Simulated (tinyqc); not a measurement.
Semiconductor laser, carrier and photon rate equations: two steps of the calculation.

Carrier density N and photon density S in one mode: dN/dt = F1 = eta I/(q V) - (A N + B N^2 + C N^3) - vg g S; dS/dt = F2 = G vg g S + G be B N^2 - S/tp, with g = g0 ln(N/Ntr)/(1 + ec S). Output power P = Fo Eph S V/(G tp). No heating, no carrier transport.

Inputs (values chosen for the exercise): active volume V = 9.6e-12 cm^3; confinement factor G = 0.038; group velocity vg = 8.2e9 cm/s; gain coefficient g0 = 2000 1/cm; transparency density Ntr = 2.4e18 cm^-3; gain compression ec = 1.2e-17 cm^3; photon lifetime tp = 1.7 ps; defect recombination coefficient A = 9.3e7 1/s; radiative coefficient B = 8.7e-11 cm^3/s; Auger coefficient C = 9.9e-30 cm^6/s; share of spontaneous emission into the mode be = 4.2e-5; injection efficiency eta = 0.93; share of cavity losses that is output Fo = 0.46; photon energy Eph = 1.46 eV; drive current I = 41 mA.

Constants: q = 1.602176634e-19 C. Results are converted to the units shown.

Problem 1. Threshold. gth = 1/(G vg tp), Nth = Ntr exp(gth/g0), Ith = q V (A Nth + B Nth^2 + C Nth^3)/eta. Above it S is near G tp eta (I - Ith)/(q V). Carrier lifetime at threshold Nth/(A Nth + B Nth^2 + C Nth^3).

Find: gth; Nth; Ith; estimate of S; carrier lifetime.

Solution 1.

gth = 1888 1/cm
Nth = 6.168e18 cm^-3
Ith = 10.26 mA
estimate of S = 1.201e15 cm^-3
carrier lifetime = 0.9938 ns

Problem 2. Power, relaxation frequency, damping and bandwidth. Jacobian, with a = g0/(N (1 + ec S)) and d = g/(1 + ec S): J11 = -(A + 2 B N + 3 C N^2) - vg a S, J12 = -vg d, J21 = G vg a S + 2 G be B N, J22 = G vg d - 1/tp. wR^2 = det J, gamma = -trace J, fR = wR/(2 pi); the response wR^2/(wR^2 - w^2 + i gamma w) falls to 1/sqrt(2) at w^2 = x + sqrt(x^2 + wR^4), x = wR^2 - gamma^2/2 (f3dB = w/(2 pi)).

N = 6.251445446e18 cm^-3
S = 1.188031023e15 cm^-3

Find: P; fR; gamma; f3dB.

Solution 2.

P = 18.997 mW
fR = 6.8028 GHz
gamma = 13.687 1/ns
f3dB = 10.378 GHz

tinyqc, about 0.01 s, one thread, Intel Xeon 2.30GHz (shared host): `OMP_NUM_THREADS=1 python tinyqc.py 2840103 2840104 out.jsonl`
